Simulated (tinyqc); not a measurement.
# Chip with leakage that grows with temperature, electro-thermal loop and runaway, step by step

Computed by the program tinyqc: `OMP_NUM_THREADS=1 python tinyqc.py 2520025 2520026 out.jsonl`, one thread of a shared Intel Xeon 2.30GHz, about 0.01 s for the whole run. Printed values are rounded.

One temperature T for the device, T = T0 + Rth P(T), with P(T) = Pd + Pl (T/300 K)^2 exp[(q Ea/kB)(1/(300 K) - 1/T)]. The loop gain is Rth dP/dT; a solution is thermally stable when it is below one.

Values chosen for this exercise: ambient temperature T0 = 360 K; temperature-independent switching power Pd = 25 W; leakage power at 300 K Pl = 0.277 W; activation energy of the leakage Ea = 0.41 eV; thermal resistance Rth = 0.42 K/W.

Constants: q = 1.602176634e-19 C, kB = 1.380649e-23 J/K. Results are converted to the units shown.

## Iteration 1: temperature by substitution

T at the start = 360 K

P(T) = Pd + Pl (T/300 K)^2 exp[(q Ea/kB)(1/(300 K) - 1/T)]; T(new) = T0 + Rth P(T).

P = 30.60779 W
T after iteration 1 = 372.8553 K

## Iteration 2: temperature by substitution

As before.

P = 34.48772 W
T after iteration 2 = 374.4848 K

## Course of the iteration: temperature by substitution

Stop when T changes by less than 1e-6 K, or after 200 iterations.

Course of the iteration:
```
iteration     T (K)  |change| (K)
1          372.8553          12.9
2          374.4848          1.63
3          374.7493         0.264
4          374.7936        0.0443
5          374.8011       7.47e-3
6          374.8023       1.26e-3
7          374.8025       2.12e-4
8          374.8026       3.58e-5
9          374.8026       6.05e-6
10         374.8026       1.02e-6
11         374.8026       1.72e-7
```

Converged in 11 iterations. At the end each change is about 0.17 times the one before: linear convergence.

## Loop gain and effective thermal resistance

converged T = 374.8026 K

P(T) = Pd + Pl (T/300 K)^2 exp[(q Ea/kB)(1/(300 K) - 1/T)]; P'(T) = (P - Pd)(2/T + q Ea/(kB T^2)); G = Rth P'. A small change of T0 changes T by 1/(1 - G) times as much.

P = 35.24423 W
G = 0.1686843
dT/dT0 = 1.202912

The feedback is positive: heating raises the power. A second, unstable solution lies at 477.4 K; above it the temperature runs away.
